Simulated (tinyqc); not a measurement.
Lattice vibrations of a chain, step by step. Computed by tinyqc, a small Python program that keeps every step. Command: `OMP_NUM_THREADS=1 python tinyqc.py 29670 29671 out.jsonl` (the two numbers bound the seeds that draw the settings). One thread of a shared host (Intel(R) Xeon(R) Processor @ 2.60GHz), about 0.01 s of CPU time with the checks.

## Dynamical matrix at q = 0.03

A chain moving along its axis:
```
atom,mass (u),spring to the next atom (eV/angstrom^2)
1,32.200000,6.500000
2,57.100000,13.900000
```

q is in units of 2 pi/a. A spring k from atom i to atom j, n cells on, adds k to Phi_ii and Phi_jj, -k exp(2 pi i q n) to Phi_ij and the conjugate to Phi_ji (for one atom a cell: 2k (1 - cos 2 pi q n)); D_ij = Phi_ij / sqrt(m_i m_j).

D(q) (eV/(angstrom^2 u)):
```
,1,2
1,0.633540,-0.470014+0.060743i
2,-0.470014-0.060743i,0.357268
```

## Frequencies

omega^2 are the eigenvalues; wavenumber = 521.4708 sqrt(eigenvalue) 1/cm.

eigenvalues: 0.001760  0.989048

wavenumbers (1/cm): 21.9  518.6

weights |e|^2 of the mass-weighted modes:
```
,mode 1,mode 2
atom 1,0.360085,0.639915
atom 2,0.639915,0.360085
```

## Dispersion and heat capacity

C/k_B per atom = mean over q = (j + 1/2)/80, j = 0..39 and all branches of y^2 e^y/(e^y - 1)^2, y = hc wavenumber / k_B T.

Wavenumbers (1/cm):
```
q,branch 1,branch 2
0.000000,0.000000,519.068703
0.062500,45.487602,517.071752
0.125000,90.258894,511.161081
0.187500,133.533690,501.598517
0.250000,174.368849,488.904718
0.312500,211.465063,474.040975
0.375000,242.775834,458.794303
0.437500,264.890310,446.391579
0.500000,273.138376,441.392961
```

Heat capacity:
```
T (K),C/k_B per atom
20,0.063048
50,0.164167
100,0.339864
200,0.634708
300,0.794276
600,0.939240
1200,0.984108
```

zero-point energy per atom = 20.075446 meV
